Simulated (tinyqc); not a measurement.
Worked calculation: smearing for a one-band metal on the fcc lattice. Values are carried at full precision from step to step, so a last printed digit may differ when a step is redone from the rounded ones.

Lattice vectors (units of a): a1 = (0, 1/2, 1/2), a2 = (1/2, 0, 1/2), a3 = (1/2, 1/2, 0). E(k) = -t A_1(k) - t2 A_2(k), A_m the sum of cos(k . R) over the 12 nearest and 6 second lattice vectors. Mesh k = sum (j_i/N) b_i, j_i = 0 .. N-1.

Values chosen for the exercise:
```
symbol  value  unit  meaning
t       0.38   eV    nearest hopping
t2      0.05   eV    second hopping
N       4            unshifted mesh
ne      1.23         electrons per cell
sigma   0.076  eV    width
```

## Levels on the mesh

Evaluate the band and collect equal energies with their counts.

Distinct levels:
```
E_k (eV)  points
-4.8600        1
-2.2800        8
-1.6200        6
0.1000        12
0.3000         4
0.7600        24
1.2200         3
1.4200         6
```

8 distinct levels; the mean spacing is 0.897 eV.

## Fermi level with Gaussian smearing

With x = (E_k - mu)/sigma: Gaussian f = erfc(x)/2, s = exp(-x^2)/(2 sqrt(pi)). With weights w = points/N^d (d the dimension), mu solves 2 sum w f = ne; E = 2 sum w f E_k, S = 2 sum w s, F = E - sigma S.

Weights w = points/total. Bisection from the lowest and highest level; ten steps are shown.

Bisection:
```
step  low (eV)  high (eV)  mu (eV)  electrons
1      -4.8600     1.4200  -1.7200     0.2871
2      -1.7200     1.4200  -0.1500     0.4688
3      -0.1500     1.4200   0.6350     0.9763
4       0.6350     1.4200   1.0275     1.7188
5       0.6350     1.0275   0.8313     1.6494
6       0.6350     0.8313   0.7331     1.2001
7       0.7331     0.8313   0.7822     1.4639
8       0.7331     0.7822   0.7577     1.3307
9       0.7331     0.7577   0.7454     1.2634
10      0.7331     0.7454   0.7393     1.2311
```

## Occupations and energies

Converge mu, then list x, f and s of each level and form the sums.

mu = 0.7391 eV

x, f and s of each level:
```
E_k (eV)       x       f       s
-4.8600   -73.67  1.0000  0.0000
-2.2800   -39.72  1.0000  0.0000
-1.6200   -31.04  1.0000  0.0000
0.1000     -8.41  1.0000  0.0000
0.3000     -5.78  1.0000  0.0000
0.7600      0.28  0.3483  0.2615
1.2200      6.33  0.0000  0.0000
1.4200      8.96  0.0000  0.0000
```

E = -0.7521 eV
S = 0.1961
F = -0.7670 eV
(E + F)/2 = -0.7595 eV

Levels with f between 0.001 and 0.999: 1. (E + F)/2 removes the term in sigma^2 for this scheme. That argument needs a smooth density of states, and the number of distinct levels within 2 sigma of mu is only 1, so it may fail on this mesh.

## Checks

- The slope dF/d sigma by finite differences against -S: both -0.19609.
- The slope dF/d ne by finite differences against mu (eV): both 0.73905.

Program tinyqc; command `OMP_NUM_THREADS=1 python tinyqc.py 1680064 1680065 out.jsonl`; about 0.3 s on one thread of a shared Intel(R) Xeon(R) Processor @ 2.30GHz.
